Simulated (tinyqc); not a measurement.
AlGaN/GaN HEMT with access regions, lumped model: two steps of the calculation.

A polarisation-induced electron sheet under a Schottky gate, in series with two ungated access regions and contacts. Drift law v = mu E/(1 + mu E/vs) under the gate. Currents in mA/mm, resistances in ohm mm. No self-heating, no channel-length modulation; fits for polarisation, barrier and offset are chosen for the exercise.

Inputs (values chosen for the exercise); values close to those of AlGaN/GaN structures: aluminium share of the barrier x = 0.28; barrier thickness d = 12 nm; relative permittivity of barrier and channel eps_r = 9.5; channel mobility mu = 1100 cm^2/(V s); saturation velocity vs = 1.1e7 cm/s; gate length Lg = 0.15 um; source access length Ls = 0.5 um; drain access length Ld = 12 um; resistance of each contact Rc = 0.16 ohm mm; share of the drain-access electrons removed by traps ft = 0; gate voltage Vg = 0 V; critical field Ec = 2.6 MV/cm; depth over which the depleted charge spreads te = 0.22 um; insulator under the field plate tf = 100 nm; relative permittivity of that insulator ei = 7.

Constants: q = 1.602176634e-19 C, eps0 = 8.8541878128e-14 F/cm where lengths are in cm. Results are converted to the units shown.

Problem 1. Polarisation charge, threshold and sheet resistance. sigma = (5e13 x + 1.6e13 x^2) cm^-2, phiB = 0.84 + 1.3 x, dEc = 0.7 (1.71 x + x^2) in volts, Cb = eps0 eps_r/d, VT = phiB - dEc - q sigma/Cb, access density n0 = -Cb VT/q. Rsh = 1/(q mu n0); largest access current q n0 vs.

Find: sigma; Cb; VT; n0; Rsh; q n0 vs.

Solution 1.

sigma = 1.5254e13 cm^-2
Cb = 0.70096 uF/cm^2
VT = -2.6727 V
n0 = 1.1693e13 cm^-2
Rsh = 485.24 ohm
q n0 vs = 2060.8 mA/mm

Problem 2. On-resistance and breakdown. Ron = 2 Rc + Ls/(q mu n0) + Ld/(q mu (1 - ft) n0) + Lg/(mu Cb (Vg - VT)). Off state: a depleted stretch that holds the voltage V has the peak field sqrt(k V), k = 2 q n0/(eps0 eps_r te), so one edge holds V1 = Ec^2/k. The sheet under the plate pinches off at Vf = q n0 (1/Cb + tf/(eps0 ei)); beyond it the gate edge is screened. BV = V1 if Vf >= V1, else Vf + V1, and at most Ec Ld. Specific resistance Ron (Ls + Lg + Ld); figure of merit BV^2 over it.

Give: Ron; Vf; V1; BV; specific resistance; figure of merit.

Solution 2.

Ron = 6.4583 ohm mm
Vf = 32.900 V
V1 = 33.386 V
BV = 66.286 V
specific resistance = 0.81698 mohm cm^2
figure of merit = 5.3782 MW/cm^2

The plate raises BV by a factor of 1.99.

tinyqc, about 0.02 s, one thread, Intel Xeon 2.30GHz (shared host): `OMP_NUM_THREADS=1 python tinyqc.py 2570095 2570096 out.jsonl`
